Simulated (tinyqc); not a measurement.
Inside a calculation. Model: signal and retention of a DRAM cell.

Program tinyqc, `OMP_NUM_THREADS=1 python tinyqc.py 2130168 2130169 out.jsonl`; Intel Xeon 2.30GHz, shared host, one thread, about 0.01 s. Printed values are rounded.

A stored one starts at Vd and leaks: Cs dV/dt = -I(V), I = a sqrt((V + Vb)/(Vd + Vb)) + b, with a = Ig exp[-(Eg1 q/kB)(1/T - 1/T0)] (generation in a depletion layer) and b = Is exp[-(Es q/kB)(1/T - 1/T0)]. The bit line is precharged to Vd/2, and charge sharing gives the signal (V - Vd/2) Cs/(Cs + Cb).

Values chosen for this exercise:
- Vd = 1.4 V (array voltage)
- Cs = 20 fF (cell capacitance)
- Cb = 108 fF (bit-line capacitance)
- dm = 37 mV (smallest signal that the sense amplifier resolves)
- Vb = 1.2 V (built-in plus back-bias voltage of the storage junction)
- Ig = 0.48 fA (junction leakage at V = Vd and T0)
- Is = 0.32 fA (voltage-independent leakage at T0)
- Es = 0.42 eV (activation energy of Is)
- T0 = 358 K (reference temperature)
- T = 328 K (temperature)
- sg = 0.72 (deviation of ln(retention time) over the cells)
- Nc = 1.72e10 (cells)
- tr = 128 ms (refresh interval)
- Eg1 = 0.51 eV (activation energy of Ig)

Constants: q = 1.602176634e-19 C, kB = 1.380649e-23 J/K. Results are converted to the units shown.

Range of the model: Real arrays also hold a tail of unusually leaky cells and cells whose retention varies in time, which this model lacks.

## Signal and margin

The cell fails below Vc = Vd/2 + dm (Cs + Cb)/Cs.

transfer ratio = 0.156250
signal of a fresh one = 109.375 mV
Vc = 0.9368 V
charge that may be lost = 9.264 fC
the same in electrons = 57821.3

## Retention time

With s = sqrt((Vc + Vb)/(Vd + Vb)), the time from Vd to Vc is t = [2 Cs (Vd + Vb)/a] [1 - s - (b/a) ln((a + b)/(a s + b))].

a = 0.105821 fA
b = 0.0921222 fA
retention time = 47.9906 s
estimate with the current held at a + b = 46.8012 s

The constant-current estimate is 2.5 % below the true time, since the junction leaks less as V falls.

## Failing cells

This time is the median of a log-normal spread: failing cells = Nc erfc(z/sqrt 2)/2, z = ln(t/tr)/sg. One failure is expected at the interval where that count equals 1.

z = 8.23157
failing cells = 1.58909e-6
interval for one failure = 463.589 ms

The weakest cell of the array lies about 6.44 deviations out, a factor of 104 below the median; the chosen interval is shorter than that time.
